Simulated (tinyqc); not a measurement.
Which single mass stands for the valley: donor in an ellipsoidal valley (Kohn-Luttinger variational method). Computed by tinyqc, a small Python program. Command: `OMP_NUM_THREADS=1 python tinyqc.py 3011721 3011722 out.jsonl kohnlutt walk`. One thread of a shared host (Intel(R) Xeon(R) Processor @ 2.30GHz), about 0.04 s of CPU time with the checks.

H = -(d^2/dx^2 + d^2/dy^2) - gamma d^2/dz^2 - 2/r in units built on m_t, with gamma = m_t/m_l and z along the valley axis. One valley; no valley-orbit or central-cell term.

Inputs (values chosen for the exercise, for a model semiconductor): transverse mass m_t = 0.194 m_0; longitudinal mass m_l = 0.731 m_0; dielectric constant eps = 10.9.

Constants: Ry = 13.605693123 eV; a_0 = 0.529177210903 angstrom.

Method:
- Ry* = Ry m_t/eps^2, a* = a_0 eps/m_t, gamma = m_t/m_l.
- Trial function exp(-sqrt((x^2 + y^2)/a^2 + z^2/b^2)) with beta = b/a < 1: E = t/a^2 - u/a, t = (2 + gamma/beta^2)/3, u = 2 arcsin(sqrt(1 - beta^2))/sqrt(1 - beta^2); the best a is 2 t/u and E(beta) = -u^2/(4 t).
- Golden-section search on beta from 0.05 to 0.999, 60 steps.
- Gaussian basis: g = P exp(-al (x^2 + y^2) - be z^2) with P = 1 (s-like), z (2p0) or x (2p+-); al = 0.004 x 2.6^k, k = 0..11, and be/al = 1, gamma^(-1/2) or 1/gamma (36 functions); 1/r = (2/sqrt(pi)) int exp(-t^2 r^2) dt by 48 Gauss-Legendre points after t = sqrt(al_i + al_j) tan(theta); overlap eigenvalues below 1e-10 are dropped.
- A hydrogenic level is Ry m/eps^2 for one mass m; errors are against the Gaussian basis.

gamma = 0.265390

1s binding energy, Gaussian basis = 32.7764 meV

1s binding energy, trial function = 32.7461 meV

1s binding energy:

| rule | mass (m_0) | binding (meV) | error (%) |
|---|---|---|---|
| transverse mass | 0.19400 | 22.216 | -32.22 |
| conductivity mass 3/(2/m_t + 1/m_l) | 0.25691 | 29.420 | -10.24 |
| density-of-states mass (m_t^2 m_l)^(1/3) | 0.30188 | 34.571 | 5.47 |
| longitudinal mass | 0.73100 | 83.711 | 155.40 |
| trial function with a and b | - | 32.746 | -0.09 |
| mass that fits 1s | 0.28622 | 32.776 | 0.00 |

What does the comparison show, and why?

The conductivity mass, which is what a spherical trial function (a = b) gives, falls short by 10.2 %, as a restricted variational bound must; the density-of-states mass is off by +5.5 %. The mass that fits lies between the two.

Extremes, crossings and ranges named in words are read from the listed rows.
